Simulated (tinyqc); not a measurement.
Inside a calculation. Method: RKS/BP86 in the 6-31g basis, for H2, spin multiplicity 1. One step of it, computed by the program tinyqc.

Task: Iteration 5 (converged): orbitals. Diagonalise F' = X^T F X, C = X C', fill 1 alpha and 1 beta electrons from the bottom; D = 2 C_occ C_occ^T. Each column has its largest component positive (the first on a tie).

converged F (hartree):
```
           1H 1s      1H 2s      2H 1s      2H 2s
1H 1s  -0.053699  -0.359880  -0.395976  -0.343306
1H 2s  -0.359880  -0.209786  -0.343306  -0.224822
2H 1s  -0.395976  -0.343306  -0.053699  -0.359880
2H 2s  -0.343306  -0.224822  -0.359880  -0.209786
```

X:
```
               1          2          3         4
1H 1s  -0.745010   0.757486   0.949793  0.270700
1H 2s   2.397066  -0.654426   0.295197  0.313329
2H 1s   0.745010   0.757486  -0.949793  0.270700
2H 2s  -2.397066  -0.654426  -0.295197  0.313329
```

Give: F' = X^T F X; orbital energies; coefficients C; D after iteration 5.

Result:

F' = X^T F X (hartree):
```
         1        2        3        4
1   0.6711   0.0000  -0.5313   0.0000
2   0.0000   0.5060   0.0000  -0.0908
3  -0.5313   0.0000   0.6016   0.0000
4   0.0000  -0.0908   0.0000  -0.3898
```

orbital energies (hartree): MO1 -0.3989, MO2 0.1039, MO3 0.5151, MO4 1.1688

coefficients C:
```
          MO1      MO2      MO3      MO4
1H 1s  0.3450   0.1839   0.7267  -1.1930
1H 2s  0.2464   1.8541  -0.6824   1.5477
2H 1s  0.3450  -0.1839   0.7267   1.1930
2H 2s  0.2464  -1.8541  -0.6824  -1.5477
```

D after iteration 5:
```
        1H 1s   1H 2s   2H 1s   2H 2s
1H 1s  0.2380  0.1700  0.2380  0.1700
1H 2s  0.1700  0.1214  0.1700  0.1214
2H 1s  0.2380  0.1700  0.2380  0.1700
2H 2s  0.1700  0.1214  0.1700  0.1214
```
